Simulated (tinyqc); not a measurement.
Surface potential of a MOS transistor: implicit equation and explicit approximations: two steps of the calculation.

p-type body, charge-sheet picture, depletion and inversion only, full ionisation (an idealisation for deep acceptors), Boltzmann statistics (rough once Na exp(x - xn) passes about Nc/7). In units of Vt: xg = (Vg - Vfb)/Vt, x = psi/Vt, G = gamma/sqrt(Vt), xn = (2 phiF + Vc)/Vt. The implicit equation is (xg - x)^2 = G^2 [x - 1 + exp(x - xn)] for x above about 3. Cox = eps0 eox/tox.

Task 1. Explicit approximation. Depletion value a = 1 + [sqrt(G^2/4 + xg - 1) - G/2]^2; inversion value b = xn + ln[(xg - xn)^2/G^2 - xn + 1] and first guess y = min(a, b) - ln(1 + exp(-|a - b|)) if a > xn + 1, else b = y = a; one second-order correction with D = exp(y - xn), p = 2 (xg - y) + G^2 (1 + D), w = (xg - y)^2 - G^2 (y - 1 + D): z = y + 2 w/(p + sqrt(p^2 - 2 (2 - G^2 D) w)), or the Newton step z = y + w/p where the root is not real.

G = 5.1821541
xn = 74.660953
xg = 142.73557

Find: a; b; y; p; w; z.

Result 1.

a = 93.024
b = 79.255
y = 79.255
p = 2809.8
w = -727.75
z = 78.953

The root of the implicit equation is x = 78.9583; y misses it by 0.30 and z by -0.0053, in units of Vt.

Task 2. New x. D = exp(x - xn), f = (xg - x)^2 - G^2 (x - 1 + D), f' = -2 (xg - x) - G^2 (1 + D), x(new) = x - f/f'.

x after iteration 1 = 78.997297
G = 5.1821541
xn = 74.660953
xg = 142.73557

Wanted: D; f; f'; x after iteration 2.

Result 2.

D = 76.43
f = -84.47
f' = -2207
x after iteration 2 = 78.96

Computed by the program tinyqc: `OMP_NUM_THREADS=1 python tinyqc.py 2122098 2122099 out.jsonl`, one thread of a shared Intel Xeon 2.30GHz, about 0.01 s for the whole run.
